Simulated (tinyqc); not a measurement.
From results back to parameters: Wannier function of the lower band of a two-orbital chain. Four cases, with inputs chosen for the exercise.

Problem. A band E(k) = H0 + 2 H1 cos(ka) + 2 H2 cos(2ka) is known at k = 0, pi/2a and pi/a. The values come from hidden hoppings; c = hbar^2/2m0.

Constants: hbar^2/2m0 = 3.80998211 eV angstrom^2.

Case 1.

Values chosen: a = 4.1 angstrom (period).

E (eV): 0 -0.6200, pi/2a -0.1740, pi/a 0.0880

Case 2.

Values chosen: a = 3.8 angstrom (period).

E (eV): 0 -1.9110, pi/2a -0.1050, pi/a 0.6050

Case 3.

Values chosen: a = 5.4 angstrom (period).

E (eV): 0 -1.7860, pi/2a -1.2360, pi/a -0.5420

Case 4.

Values chosen: a = 3.7 angstrom (period).

E (eV): 0 -3.2810, pi/2a -2.1310, pi/a -1.1890

Find: H0, H1, H2; m0/m at k = 0.

Solution. H0 = (E0 + 2 E1 + E2)/4, H1 = (E0 - E2)/4, H2 = (E0 - 2 E1 + E2)/8; the curvature at k = 0 gives m0/m = -(H1 + 4 H2) a^2/c.

Case 1.

H0, H1, H2 (eV): -0.220  -0.177  -0.023

m0/m at k = 0 = 1.187

Case 2.

H0, H1, H2 (eV): -0.379  -0.629  -0.137

m0/m at k = 0 = 4.461

Case 3.

H0, H1, H2 (eV): -1.200  -0.311  0.018

m0/m at k = 0 = 1.829

Case 4.

H0, H1, H2 (eV): -2.183  -0.523  -0.026

m0/m at k = 0 = 2.253

Computed by tinyqc, one run a case: `OMP_NUM_THREADS=1 python tinyqc.py N N+1 out.jsonl` with N = 1482482, 1482604, 1482612, 1482627; one thread of a shared Intel(R) Xeon(R) Processor @ 2.30GHz, about 0.2 s a run at most.
